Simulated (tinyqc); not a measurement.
Resistance of a source-drain extension with a graded tip: two steps of the calculation.

y runs along the channel, the gate covers y > 0. The doping is N0 for y < y0 and N0 10^(-(y - y0)/la) beyond, uniform over the depth xj. Sheet conductance s(y) = q mu(N) max(N - Nch, 0) xj + (for y > 0) ma Cox Vo, with mu(N) = u0 + (u1 - u0)/(1 + (N/Nr)^au) and Cox = eps0 eox/tox. Current is taken as one-dimensional; depletion of the tip, spreading and the contact are left out. The metallurgical junction lies at yj, where N = Nch.

Inputs (values chosen for the exercise); mobility law close to that of holes in silicon: relative permittivity of the gate insulator (close to hafnium oxide) eox = 22.3; insulator thickness tox = 3.3 nm; active doping of the extension far from the gate N0 = 1e20 cm^-3; lateral abruptness la = 5.9 nm/decade; position under the gate where the fall begins (gate edge at 0) y0 = -0.8 nm; depth of the extension xj = 14 nm; channel doping Nch = 1.2e18 cm^-3; gate overdrive Vo = 0.5 V; mobility of the gate-induced layer ma = 56 cm^2/(V s); mobility at low doping u1 = 470.5 cm^2/(V s); mobility at high doping u0 = 44.9 cm^2/(V s); reference doping Nr = 2.23e17 cm^-3; exponent au = 0.719; gate length Lg = 50 nm.

Constants: q = 1.602176634e-19 C, eps0 = 8.8541878128e-14 F/cm where lengths are in cm. Results are converted to the units shown.

Problem 1. Sheet resistances and junction position. yj = y0 + la log10(N0/Nch); sheet resistance of the full extension 1/[q mu(N0)(N0 - Nch) xj] and of the gate-induced layer 1/(ma Cox Vo); metallurgical length Lg - 2 yj; ye is where the doped and the gate-induced conductances are equal.

Find: yj; sheet resistance of the extension; sheet resistance of the induced layer; metallurgical length; ye; N at ye.

Solution 1.

yj = 10.533 nm
sheet resistance of the extension = 900.44 ohm/square
sheet resistance of the induced layer = 5969.0 ohm/square
metallurgical length = 28.934 nm
ye = 4.5766 nm
N at ye = 1.2266e19 cm^-3

The gate takes over 5.96 nm before the junction, where N is still 10.2 times the channel doping.

Problem 2. Resistance of the overlapped part. Midpoint rule on 12 equal steps from 0 to yj: R_ov = sum h/s(y), per width.

Wanted: y; N; doped conductance; sheet resistance; R_ov.

Solution 2.

| point | y (nm) | N (cm^-3) | doped conductance (uS) | sheet resistance (ohm/square) |
|---|---|---|---|---|
| 0 | 0.43887 | 6.1663e19 | 708.52 | 1141.5 |
| 1 | 1.3166 | 4.3778e19 | 518.09 | 1458.5 |
| 2 | 2.1943 | 3.1080e19 | 380.60 | 1824.4 |
| 3 | 3.0721 | 2.2066e19 | 280.76 | 2230.7 |
| 4 | 3.9498 | 1.5666e19 | 207.70 | 2665.0 |
| 5 | 4.8275 | 1.1122e19 | 153.67 | 3113.3 |
| 6 | 5.7053 | 7.8960e18 | 113.11 | 3563.3 |
| 7 | 6.5830 | 5.6058e18 | 82.065 | 4006.5 |
| 8 | 7.4608 | 3.9799e18 | 57.678 | 4440.3 |
| 9 | 8.3385 | 2.8256e18 | 37.902 | 4867.7 |
| 10 | 9.2162 | 2.0060e18 | 21.266 | 5296.7 |
| 11 | 10.094 | 1.4242e18 | 6.7229 | 5738.7 |

R_ov = 35.414 ohm um

Program tinyqc, `OMP_NUM_THREADS=1 python tinyqc.py 2282045 2282046 out.jsonl`; Intel Xeon 2.30GHz, shared host, one thread, about 0.05 s.
